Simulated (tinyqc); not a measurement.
From one set of inputs to another, one input at a time: capillary instabilities by surface diffusion: grooving and agglomeration of films, edge retraction, wire break-up and smoothing of roughness. Computed by tinyqc, a small Python program. Command: `OMP_NUM_THREADS=1 python tinyqc.py 3029241 3029242 out.jsonl dewet ladder`. One thread of a shared host (Intel(R) Xeon(R) Processor @ 2.30GHz), about 0.01 s of CPU time with the checks.

Isotropic surface energy; shapes change by surface diffusion alone.

The inputs printed are set A. Inputs not listed in the table keep their values of set A, so the rows need not describe a real material.

Inputs (values chosen for the exercise, of the order of those of silicon on oxide): surface energy gamma_s = 1.37 J/m^2; grain-boundary energy gamma_b = 0.44 J/m^2; contact angle on the substrate theta = 130 degrees; atomic volume Omega = 20 angstrom^3; surface sites nu = 15 1/nm^2; prefactor D0 = 2.8e-06 m^2/s; activation energy Q = 2.18 eV; temperature T = 963 K; time t = 2500 s; film thickness h = 6.9 nm; grain radius R = 46 nm.

Grooves: at the surface only.

Constants: k_B = 8.617333262e-05 eV/K; k_B = 1.380649e-23 J/K.

Method:
- B = D_s nu gamma_s Omega^2/(k_B T), D_s = D0 exp(-Q/(k_B T)).
- Groove angle beta: sin(beta) = gamma_b/(2 gamma). For circular grains of radius R with spherical caps the groove ends (measured from the mean surface) at the depth R g(beta), g = (2 - 3 cos beta + cos^3 beta)/(3 sin^3 beta). The film parts if R g(beta_s) > h.
- Mullins' isolated groove: depth below the flat surface d = 0.780 m (B t)^(1/4), m = tan(beta_s), width between the ridges 4.6 (B t)^(1/4); time to reach h: (h/(0.780 m))^4/B.
- A rim shaped as a circular segment with contact angle theta holds the area h x; its radius r obeys r^2 (theta - sin theta cos theta) = h x. To advance, the edge must carry a strip of the rim height H = r (1 - cos theta) over the rim, driven by the curvature 1/r over the distance r theta (the scaling argument of Brandon and Bradshaw): H dx/dt = B/(theta r^2) gives x^(5/2) = (5/2) B t c^(3/2)/(theta (1 - cos theta) h^(3/2)), c = theta - sin theta cos theta.

Each row keeps all changes above it:
```
input moved                                        from       to  B (nm^4/s)  time to reach the substrate (s)  rim height H (nm)
set A                                                 -        -       6.753                       1.2943e+06             12.762
film thickness h (nm)                               6.9      7.4       6.753                       1.7123e+06             12.942
prefactor D0 (m^2/s)                            2.8e-06  1.1e-05      26.528                       4.3585e+05             17.015
atomic volume Omega (angstrom^3)                     20     13.6      12.267                       9.4258e+05             14.583
contact angle on the substrate theta (degrees)      130       70      12.267                       9.4258e+05              9.933
grain radius R (nm)                                  46       68      12.267                       9.4258e+05              9.933
surface energy gamma_s (J/m^2)                     1.37      2.7      24.175                       7.5016e+06             11.376
grain-boundary energy gamma_b (J/m^2)              0.44      0.7      24.175                       1.1472e+06             11.376
```

Where does the difference come from?

B goes from 6.75 to 24.2, a factor 3.58 in all. The largest single move comes from prefactor D0 (a factor 3.93), and atomic volume Omega works against it (a factor 0.462). Time to reach the substrate goes from 1.29e6 to 1.15e6, a factor 0.886 in all. The largest single move comes from surface energy gamma_s (a factor 7.96), but it runs against the net change; the largest move in the direction of the net change is grain-boundary energy gamma_b (a factor 0.153). rim height H goes from 12.8 to 11.4, a factor 0.891 in all. The largest single move comes from contact angle on the substrate theta (a factor 0.681), and prefactor D0 works against it (a factor 1.31). The single moves hold for this order of the switches; the total does not depend on the order.

Caution (all rows): the grains are too small for the surface groove ever to reach the depth h. Caution (rows contact angle on the substrate theta, grain radius R): the rim is not yet high against the film, as the scaling law assumes.

Extremes, crossings and ranges named in words are read from the listed rows.
